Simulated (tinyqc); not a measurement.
Precursor delivery and alloy composition in metal-organic vapour-phase epitaxy: one step, computed by the program tinyqc.

Carrier gas leaves each bubbler saturated. Group-III species cross a boundary layer and react at the surface; element 2 can also desorb. The film is (1)_(1-x) (2)_x V with a zinc-blende cell.

Problem. Composition and growth rate. Loss of element 2 is r x with r = prefactor x exp(-energy/(k_B T)). Then x = (g2 - r x)/(g1 + g2 - r x), or r x^2 - (g1 + g2 + r) x + g2 = 0, smaller root; growth rate G = g1/(1 - x) layers/s; one layer is a/2 thick, 1 angstrom/s = 0.36 um/h. Temperatures in kelvin are T(C) + 273.15. Distribution coefficient = [x/(1 - x)]/[x_g/(1 - x_g)], x_g = g2/(g1 + g2).

Inputs (values chosen for the exercise, close to those used for AlGaAs from TMAl and TEGa):
```
quantity                              value      unit
source 1: bath temperature               24         C
source 2: bath temperature               23         C
prefactor of the loss of element 2  4.6e+17  layers/s
energy of the loss                      3.6        eV
lattice constant a                    5.655  angstrom
growth temperature T                    710         C
```

arrival rates (layers/s): g1 3.284074, g2 0.2749555

Constants: k_B = 8.617333262e-05 eV/K.

Give: loss rate r; solid share x; growth rate G; distribution coefficient.

Solution.

loss rate r = 0.16166 layers/s

solid share x = 0.074138

growth rate G = 3.6105 um/h

distribution coefficient = 0.95641

4.4 % of element 2 is lost again. Caution: trimethylaluminium is largely a dimer in the vapour, which would double its metal flow; it is counted as a monomer here. Caution: the lattice constant is held fixed as x changes, delta does not respond to the flow, both precursors share one D and k_s, and gas-phase side reactions are left out.
